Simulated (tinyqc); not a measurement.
Inside a calculation (part 2 of 2). Method: UHF in the 6-31g basis, for H3, spin multiplicity 2. Computed by tinyqc, a small Python program that keeps every step (integrals from PySCF). Command: `OMP_NUM_THREADS=1 python tinyqc.py 29114 29115 out.jsonl` (the two numbers bound the seeds that draw the settings). One thread of a shared host (Intel(R) Xeon(R) Processor @ 2.60GHz), about 0.1 s of CPU time with the checks.

Geometry (angstrom):
```
atom         x         y         z
H     0.000000  0.000000  0.000000
H     0.000000  0.000000  0.989000
H     0.000000  0.857000  0.495000
```

## Iteration 2: diagonalisation and new density

F(alpha) (hartree), order 1H 1s, 1H 2s, 2H 1s, 2H 2s, 3H 1s, 3H 2s:
```
[[-0.135830, -0.583437, -0.471574, -0.505303, -0.368756, -0.443797],
 [-0.583437, -0.484367, -0.500814, -0.495258, -0.445456, -0.455767],
 [-0.471574, -0.500814, -0.070614, -0.531980, -0.443896, -0.484261],
 [-0.505303, -0.495258, -0.531980, -0.459365, -0.490410, -0.484636],
 [-0.368756, -0.445456, -0.443896, -0.490410, -0.159794, -0.602380],
 [-0.443797, -0.455767, -0.484261, -0.484636, -0.602380, -0.493582]]
```

F(beta) (hartree), order 1H 1s, 1H 2s, 2H 1s, 2H 2s, 3H 1s, 3H 2s:
```
[[0.071045, -0.449153, -0.426118, -0.441057, -0.416116, -0.439105],
 [-0.449153, -0.370611, -0.463797, -0.431557, -0.430724, -0.417267],
 [-0.426118, -0.463797, -0.034294, -0.500995, -0.423417, -0.463265],
 [-0.441057, -0.431557, -0.500995, -0.409102, -0.432143, -0.427700],
 [-0.416116, -0.430724, -0.423417, -0.432143, 0.109881, -0.430033],
 [-0.439105, -0.417267, -0.463265, -0.427700, -0.430033, -0.356404]]
```

X, order 1H 1s, 1H 2s, 2H 1s, 2H 2s, 3H 1s, 3H 2s:
```
[[1.261845, -0.508625, -0.047747, 0.023880, -0.047464, 0.023854],
 [-0.508625, 1.883419, 0.023912, -0.511694, 0.023842, -0.510799],
 [-0.047747, 0.023912, 1.261870, -0.508642, -0.047671, 0.023905],
 [0.023880, -0.511694, -0.508642, 1.883961, 0.023861, -0.511453],
 [-0.047464, 0.023842, -0.047671, 0.023861, 1.261835, -0.508620],
 [0.023854, -0.510799, 0.023905, -0.511453, -0.508620, 1.883220]]
```

Diagonalise F' = X^T F X, C = X C', fill 2 alpha and 1 beta electrons from the bottom; D(s) = C_occ C_occ^T. Each column has its largest component positive (the first on a tie).

F' = X^T F X (alpha) (hartree):
```
[[0.429573, -0.629693, -0.260231, -0.114067, -0.155636, -0.026607],
 [-0.629693, 0.186154, -0.112124, -0.167418, -0.027331, -0.073271],
 [-0.260231, -0.112124, 0.479205, -0.543774, -0.232078, -0.088589],
 [-0.114067, -0.167418, -0.543774, 0.235297, -0.091256, -0.142094],
 [-0.155636, -0.027331, -0.232078, -0.091256, 0.411352, -0.661341],
 [-0.026607, -0.073271, -0.088589, -0.142094, -0.661341, 0.168044]]
```

orbital energies (alpha) (hartree): [-0.790960, -0.231983, 0.090406, 0.738016, 1.050570, 1.053577]

coefficients C (alpha), order 1H 1s, 1H 2s, 2H 1s, 2H 2s, 3H 1s, 3H 2s:
```
[[0.273590, -0.245121, -0.153749, 0.641980, 0.956492, 0.609126],
 [0.174977, -1.016340, -0.828714, -0.503991, -1.245616, -0.879748],
 [0.273439, -0.040588, 0.247219, 0.762250, -0.978959, 0.424036],
 [0.175304, -0.167982, 1.350624, -0.654724, 1.296583, -0.582797],
 [0.273619, 0.285521, -0.096821, 0.599876, 0.156966, -1.142949],
 [0.174836, 1.184608, -0.519516, -0.443047, -0.158566, 1.550373]]
```

F' = X^T F X (beta) (hartree):
```
[[0.620722, -0.534143, -0.240809, -0.089335, -0.248895, -0.097978],
 [-0.534143, 0.301661, -0.103627, -0.147840, -0.092716, -0.152299],
 [-0.240809, -0.103627, 0.509153, -0.540124, -0.242987, -0.105952],
 [-0.089335, -0.147840, -0.540124, 0.248856, -0.086398, -0.149037],
 [-0.248895, -0.092716, -0.242987, -0.086398, 0.661849, -0.531939],
 [-0.097978, -0.152299, -0.105952, -0.149037, -0.531939, 0.321133]]
```

orbital energies (beta) (hartree): [-0.682754, 0.126026, 0.191499, 0.774121, 1.088395, 1.166087]

coefficients C (beta), order 1H 1s, 1H 2s, 2H 1s, 2H 2s, 3H 1s, 3H 2s:
```
[[0.251128, -0.154808, -0.148735, 0.619304, 0.799367, 0.851437],
 [0.172004, -0.867572, -1.120219, -0.464835, -0.966828, -1.068583],
 [0.294617, 0.207416, -0.020725, 0.816171, -1.019604, 0.144043],
 [0.225956, 1.371459, -0.201277, -0.708998, 1.348683, -0.196187],
 [0.237231, -0.098304, 0.189423, 0.570622, 0.486223, -1.092126],
 [0.155250, -0.524304, 1.327717, -0.411846, -0.569939, 1.331380]]
```

D(alpha) after iteration 2, order 1H 1s, 1H 2s, 2H 1s, 2H 2s, 3H 1s, 3H 2s:
```
[[0.134936, 0.296999, 0.084759, 0.089137, 0.004872, -0.242539],
 [0.296999, 1.063564, 0.089097, 0.201401, -0.242310, -1.173372],
 [0.084759, 0.089097, 0.076417, 0.054753, 0.063229, -0.000274],
 [0.089137, 0.201401, 0.054753, 0.058949, 0.000004, -0.168343],
 [0.004872, -0.242310, 0.063229, 0.000004, 0.156390, 0.386069],
 [-0.242539, -1.173372, -0.000274, -0.168343, 0.386069, 1.433864]]
```

D(beta) after iteration 2, order 1H 1s, 1H 2s, 2H 1s, 2H 2s, 3H 1s, 3H 2s:
```
[[0.063065, 0.043195, 0.073987, 0.056744, 0.059575, 0.038988],
 [0.043195, 0.029585, 0.050675, 0.038865, 0.040805, 0.026704],
 [0.073987, 0.050675, 0.086799, 0.066571, 0.069892, 0.045739],
 [0.056744, 0.038865, 0.066571, 0.051056, 0.053604, 0.035080],
 [0.059575, 0.040805, 0.069892, 0.053604, 0.056279, 0.036830],
 [0.038988, 0.026704, 0.045739, 0.035080, 0.036830, 0.024102]]
```

## Iteration 3: building the Fock matrix

core Hamiltonian H = T + V (hartree), order 1H 1s, 1H 2s, 2H 1s, 2H 2s, 3H 1s, 3H 2s:
```
[[-1.325343, -1.175576, -0.638649, -0.831360, -0.637732, -0.830898],
 [-1.175576, -1.326207, -0.831434, -1.111031, -0.830871, -1.110656],
 [-0.638649, -0.831434, -1.325607, -1.175733, -0.638403, -0.831310],
 [-0.831360, -1.111031, -1.175733, -1.326336, -0.831208, -1.110930],
 [-0.637732, -0.830871, -0.638403, -0.831208, -1.325245, -1.175518],
 [-0.830898, -1.110656, -0.831310, -1.110930, -1.175518, -1.326159]]
```

nuclear repulsion = 1.60471949 hartree

Given earlier and not repeated: Two-electron integrals (ij|kl) in chemists' order.

J_ij = sum D_kl (ij|kl) with D = D(alpha) + D(beta), K_ij = sum D_kl (ik|jl) for each spin; F = H + J - K(s); E = tr D H + tr D J / 2 - 0.5 sum_s tr D(s) K(s) + E_nn.

Coulomb J (hartree), order 1H 1s, 1H 2s, 2H 1s, 2H 2s, 3H 1s, 3H 2s:
```
[[1.777408, 1.078240, 0.478026, 0.705260, 0.482331, 0.704976],
 [1.078240, 1.338430, 0.688860, 1.049584, 0.711467, 1.058678],
 [0.478026, 0.688860, 1.701398, 1.040473, 0.479359, 0.688847],
 [0.705260, 1.049584, 1.040473, 1.309703, 0.711738, 1.052222],
 [0.482331, 0.711467, 0.479359, 0.711738, 1.807533, 1.093162],
 [0.704976, 1.058678, 0.688847, 1.052222, 1.093162, 1.349712]]
```

exchange K(alpha) (hartree), order 1H 1s, 1H 2s, 2H 1s, 2H 2s, 3H 1s, 3H 2s:
```
[[0.580954, 0.481048, 0.306465, 0.374273, 0.212160, 0.314266],
 [0.481048, 0.488456, 0.346676, 0.422839, 0.324443, 0.397733],
 [0.306465, 0.346676, 0.407457, 0.376798, 0.281071, 0.330528],
 [0.374273, 0.422839, 0.376798, 0.425004, 0.368303, 0.416104],
 [0.212160, 0.324443, 0.281071, 0.368303, 0.644764, 0.519443],
 [0.314266, 0.397733, 0.330528, 0.416104, 0.519443, 0.511875]]
```

exchange K(beta) (hartree), order 1H 1s, 1H 2s, 2H 1s, 2H 2s, 3H 1s, 3H 2s:
```
[[0.370189, 0.341231, 0.278007, 0.313276, 0.254575, 0.303653],
 [0.341231, 0.365731, 0.330137, 0.361015, 0.298424, 0.347838],
 [0.278007, 0.330137, 0.428303, 0.379114, 0.272090, 0.327699],
 [0.313276, 0.361015, 0.379114, 0.387997, 0.305608, 0.357818],
 [0.254575, 0.298424, 0.272090, 0.305608, 0.352671, 0.329663],
 [0.303653, 0.347838, 0.327699, 0.357818, 0.329663, 0.358895]]
```

F(alpha) (hartree), order 1H 1s, 1H 2s, 2H 1s, 2H 2s, 3H 1s, 3H 2s:
```
[[-0.128888, -0.578384, -0.467088, -0.500373, -0.367561, -0.440188],
 [-0.578384, -0.476233, -0.489251, -0.484287, -0.443847, -0.449711],
 [-0.467088, -0.489251, -0.031666, -0.512059, -0.440114, -0.472991],
 [-0.500373, -0.484287, -0.512059, -0.441638, -0.487773, -0.474813],
 [-0.367561, -0.443847, -0.440114, -0.487773, -0.162476, -0.601799],
 [-0.440188, -0.449711, -0.472991, -0.474813, -0.601799, -0.488323]]
```

F(beta) (hartree), order 1H 1s, 1H 2s, 2H 1s, 2H 2s, 3H 1s, 3H 2s:
```
[[0.081876, -0.438567, -0.438630, -0.439377, -0.409976, -0.429575],
 [-0.438567, -0.353507, -0.472711, -0.422462, -0.417827, -0.399816],
 [-0.438630, -0.472711, -0.052512, -0.514375, -0.431133, -0.470162],
 [-0.439377, -0.422462, -0.514375, -0.404630, -0.425079, -0.416527],
 [-0.409976, -0.417827, -0.431133, -0.425079, 0.129617, -0.412019],
 [-0.429575, -0.399816, -0.470162, -0.416527, -0.412019, -0.335342]]
```

total energy of this density = -1.47967361 hartree

## Iteration 3: diagonalisation and new density

As before.

F' = X^T F X (alpha) (hartree):
```
[[0.436347, -0.629789, -0.262504, -0.114396, -0.155548, -0.025614],
 [-0.629789, 0.190145, -0.108669, -0.164326, -0.027491, -0.074080],
 [-0.262504, -0.108669, 0.520486, -0.542289, -0.233727, -0.084812],
 [-0.114396, -0.164326, -0.542289, 0.248806, -0.092417, -0.139972],
 [-0.155548, -0.027491, -0.233727, -0.092417, 0.407748, -0.661933],
 [-0.025614, -0.074080, -0.084812, -0.139972, -0.661933, 0.169252]]
```

orbital energies (alpha) (hartree): [-0.778100, -0.230141, 0.103775, 0.747961, 1.055801, 1.073489]

coefficients C (alpha), order 1H 1s, 1H 2s, 2H 1s, 2H 2s, 3H 1s, 3H 2s:
```
[[0.274835, -0.248175, -0.142974, 0.658647, 0.896886, 0.678849],
 [0.175541, -1.017394, -0.835026, -0.524526, -1.246261, -0.859294],
 [0.262769, -0.042102, 0.236566, 0.721589, 0.087044, -1.096210],
 [0.165583, -0.168366, 1.370809, -0.596773, -0.131300, 1.422786],
 [0.280683, 0.284435, -0.089117, 0.630284, -1.020485, 0.500309],
 [0.185729, 1.181139, -0.524583, -0.483896, 1.408803, -0.636552]]
```

F' = X^T F X (beta) (hartree):
```
[[0.629783, -0.530053, -0.253409, -0.091545, -0.248926, -0.093920],
 [-0.530053, 0.312467, -0.108831, -0.144648, -0.087685, -0.145242],
 [-0.253409, -0.108831, 0.499912, -0.553059, -0.252208, -0.109506],
 [-0.091545, -0.144648, -0.553059, 0.257540, -0.085984, -0.144819],
 [-0.248926, -0.087685, -0.252208, -0.085984, 0.676398, -0.522752],
 [-0.093920, -0.145242, -0.109506, -0.144819, -0.522752, 0.332591]]
```

orbital energies (beta) (hartree): [-0.680118, 0.135526, 0.199868, 0.779385, 1.100213, 1.173818]

coefficients C (beta), order 1H 1s, 1H 2s, 2H 1s, 2H 2s, 3H 1s, 3H 2s:
```
[[0.253489, -0.155613, -0.143120, 0.623413, 0.795275, 0.852386],
 [0.159078, -0.885916, -1.115469, -0.472255, -0.958986, -1.064308],
 [0.314639, 0.201122, -0.020785, 0.799630, -1.027542, 0.146960],
 [0.241720, 1.365778, -0.210226, -0.703869, 1.352652, -0.198763],
 [0.234776, -0.096687, 0.185410, 0.577485, 0.480329, -1.092491],
 [0.134669, -0.521566, 1.340568, -0.417744, -0.560653, 1.323903]]
```

D(alpha) after iteration 3, order 1H 1s, 1H 2s, 2H 1s, 2H 2s, 3H 1s, 3H 2s:
```
[[0.137125, 0.300737, 0.082667, 0.087292, 0.006552, -0.242084],
 [0.300737, 1.065905, 0.088961, 0.200361, -0.240111, -1.169081],
 [0.082667, 0.088961, 0.070820, 0.050599, 0.061779, -0.000925],
 [0.087292, 0.200361, 0.050599, 0.055765, -0.001413, -0.168110],
 [0.006552, -0.240111, 0.061779, -0.001413, 0.159686, 0.388088],
 [-0.242084, -1.169081, -0.000925, -0.168110, 0.388088, 1.429584]]
```

D(beta) after iteration 3, order 1H 1s, 1H 2s, 2H 1s, 2H 2s, 3H 1s, 3H 2s:
```
[[0.064257, 0.040324, 0.079757, 0.061273, 0.059513, 0.034137],
 [0.040324, 0.025306, 0.050052, 0.038452, 0.037348, 0.021423],
 [0.079757, 0.050052, 0.098998, 0.076055, 0.073870, 0.042372],
 [0.061273, 0.038452, 0.076055, 0.058429, 0.056750, 0.032552],
 [0.059513, 0.037348, 0.073870, 0.056750, 0.055120, 0.031617],
 [0.034137, 0.021423, 0.042372, 0.032552, 0.031617, 0.018136]]
```

## Convergence

Stop when the energy changes by less than 1e-09 hartree and every element of the error matrix X^T (F D S - S D F) X (for each spin) is below 9e-06.

Course of the cycle:
```
iteration  E (hartree)     change  largest element of the error matrix
1          -1.39170015          -                             1.08e-01
2          -1.47139411  -7.97e-02                             4.39e-02
3          -1.47967361  -8.28e-03                             1.42e-02
4          -1.48115305  -1.48e-03                             6.79e-03
5          -1.48177023  -6.17e-04                             4.64e-03
6          -1.48207332  -3.03e-04                             3.48e-03
7          -1.48223312  -1.60e-04                             2.66e-03
8          -1.48232364  -9.05e-05                             2.07e-03
9          -1.48237969  -5.61e-05                             1.65e-03
10         -1.48241804  -3.84e-05                             1.34e-03
11         -1.48244686  -2.88e-05                             1.12e-03
12         -1.48247018  -2.33e-05                             9.56e-04
13         -1.48249000  -1.98e-05                             8.32e-04
14         -1.48250738  -1.74e-05                             7.37e-04
...                ...        ...                                  ...
71         -1.48266559  -3.98e-08                             2.69e-05
72         -1.48266562  -3.57e-08                             2.54e-05
73         -1.48266566  -3.20e-08                             2.41e-05
74         -1.48266568  -2.87e-08                             2.28e-05
75         -1.48266571  -2.57e-08                             2.16e-05
76         -1.48266573  -2.31e-08                             2.04e-05
77         -1.48266575  -2.07e-08                             1.93e-05
78         -1.48266577  -1.85e-08                             1.83e-05
79         -1.48266579  -1.66e-08                             1.73e-05
80         -1.48266580  -1.49e-08                             1.64e-05
81         -1.48266582  -1.34e-08                             1.55e-05
82         -1.48266583  -1.20e-08                             1.47e-05
83         -1.48266584  -1.07e-08                             1.39e-05
84         -1.48266585  -9.64e-09                             1.32e-05
```

PySCF UHF in the same basis, after a stability check = -1.48266593 hartree

Not converged within the cap of 84 iterations: the residual falls steadily but slowly, by a factor of about 0.95 a step. Reruns (cap 100 unless said): DIIS 8: converged in 14; damping 0.5: not converged; level shift 0.5: not converged; atomic densities as start, DIIS 8: converged in 14; the original settings with a cap of 400: converged in 105.
